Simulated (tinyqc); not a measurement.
Strain-driven crossing of the Gamma and L valleys in a germanium-like crystal alloyed with tin: one step. Band edges. Three cases, with inputs chosen for the exercise.

Question. Give the edges and the direct and indirect gaps from the top valence edge.

Edges from the unstrained valence top: Gamma at Eg + ac tr(e); an L valley with unit axis u at EgL + aL tr(e) + XuL (u.e.u - tr(e)/3), u along [111], [1-1-1], [-11-1], [-1-11]; valence edges are the levels of the 6 x 6 matrix of X, Y, Z times spin with -Dso/3 + l exx + m (eyy + ezz) on the diagonal (cyclic), n exy off it, l = av + 2 b, m = av - b, n = sqrt(3) d. Spin-orbit term (Dso/3) L.sigma on X, Y, Z with (L_k)_ij = -i epsilon_kij: <X+|H|Y+> = -i Dso/3, <X+|H|Z-> = Dso/3, <Y+|H|Z-> = -i Dso/3, <Z+|H|X-> = -Dso/3, <Z+|H|Y-> = i Dso/3, <X-|H|Y-> = i Dso/3, and their conjugates; + and - are the spin along z.

With tin the unstrained gaps become E(y) = (1 - y) E + y EgS - CS y (1 - y); all other values are kept.

Case 1.

Values chosen (near those of Ge, gaps at low temperature; shifted at random, so the results belong to these values and not to a real crystal):
- Eg = 0.906 eV (gap at Gamma to the s-like level)
- EgL = 0.734 eV (gap to L)
- Dso = 0.286 eV (spin-orbit splitting)
- ac = -8.08 eV (conduction deformation potential)
- av = 1.24 eV (valence hydrostatic potential)
- b = -2.59 eV (tetragonal shear potential)
- d = -5.31 eV (trigonal shear potential)
- aL = -1.38 eV (hydrostatic potential of the L edge, Xd + Xu/3)
- XuL = 15.82 eV (uniaxial potential, L)
- y = 0.096 (tin fraction)
- EgS = (-0.415, 0.104) eV (Gamma and L gaps of the tin end)
- CS = (1.91, 0.87) eV (bowing of the Gamma and L gaps)

strain tensor in the cubic axes:
```
            x           y            z
x  0.00266628  0.00273372   0.00000000
y  0.00273372  0.00266628   0.00000000
z  0.00000000  0.00000000  -0.00206422
```

Case 2.

Values chosen (near those of Ge, gaps at low temperature; shifted at random, so the results belong to these values and not to a real crystal):
- Eg = 0.915 eV (gap at Gamma to the s-like level)
- EgL = 0.732 eV (gap to L)
- Dso = 0.295 eV (spin-orbit splitting)
- ac = -8.28 eV (conduction deformation potential)
- av = 1.24 eV (valence hydrostatic potential)
- b = -2.51 eV (tetragonal shear potential)
- d = -5.38 eV (trigonal shear potential)
- aL = -1.63 eV (hydrostatic potential of the L edge, Xd + Xu/3)
- XuL = 16.44 eV (uniaxial potential, L)
- y = 0.074 (tin fraction)
- EgS = (-0.416, 0.116) eV (Gamma and L gaps of the tin end)
- CS = (2.59, 1.02) eV (bowing of the Gamma and L gaps)

strain tensor in the cubic axes:
```
             x            y           z
x  -0.01610000   0.00000000  0.00000000
y   0.00000000  -0.01610000  0.00000000
z   0.00000000   0.00000000  0.01237105
```

Case 3.

Values chosen (near those of Ge, gaps at low temperature; shifted at random, so the results belong to these values and not to a real crystal):
- Eg = 0.893 eV (gap at Gamma to the s-like level)
- EgL = 0.758 eV (gap to L)
- Dso = 0.284 eV (spin-orbit splitting)
- ac = -8.4 eV (conduction deformation potential)
- av = 1.22 eV (valence hydrostatic potential)
- b = -2.56 eV (tetragonal shear potential)
- d = -5.32 eV (trigonal shear potential)
- aL = -1.61 eV (hydrostatic potential of the L edge, Xd + Xu/3)
- XuL = 16.16 eV (uniaxial potential, L)
- y = 0.096 (tin fraction)
- EgS = (-0.373, 0.095) eV (Gamma and L gaps of the tin end)
- CS = (2.87, 0.96) eV (bowing of the Gamma and L gaps)

strain tensor in the cubic axes:
```
            x           y            z
x  0.01105945  0.01124055   0.00000000
y  0.01124055  0.01105945   0.00000000
z  0.00000000  0.00000000  -0.00841461
```

Give: Gamma edge; L edges; valence edges from the top; direct and indirect gap.

Answer.

Case 1.

Gamma edge = 0.5870 eV

L edges (eV): [111] 0.6223, [1-1-1] 0.5647, [-11-1] 0.5647, [-1-11] 0.6223

valence edges from the top (eV): 0.0232  -0.0125  -0.2846

direct and indirect gap (eV): 0.5638  0.5415

The gap is indirect: Gamma lies 22 meV above the lowest L valley. The top two valence edges are 36 meV apart.

Case 2.

Gamma edge = 0.8032 eV

L edges (eV): [111] 0.6488, [1-1-1] 0.6488, [-11-1] 0.6488, [-1-11] 0.6488

valence edges from the top (eV): 0.0469  -0.0571  -0.3585

direct and indirect gap (eV): 0.7563  0.6020

The gap is indirect: Gamma lies 154 meV above the lowest L valley. The top two valence edges are 104 meV apart.

Case 3.

Gamma edge = 0.4073 eV

L edges (eV): [111] 0.7101, [1-1-1] 0.4679, [-11-1] 0.4679, [-1-11] 0.7101

valence edges from the top (eV): 0.0972  -0.0171  -0.3140

direct and indirect gap (eV): 0.3100  0.3706

The gap is direct: Gamma lies 61 meV below the lowest L valley. The top two valence edges are 114 meV apart.

Computed by tinyqc, one run a case: `OMP_NUM_THREADS=1 python tinyqc.py N N+1 out.jsonl` with N = 1050469, 1050903, 1051040; one thread of a shared Intel(R) Xeon(R) Processor @ 2.30GHz, about 0.01 s a run at most.
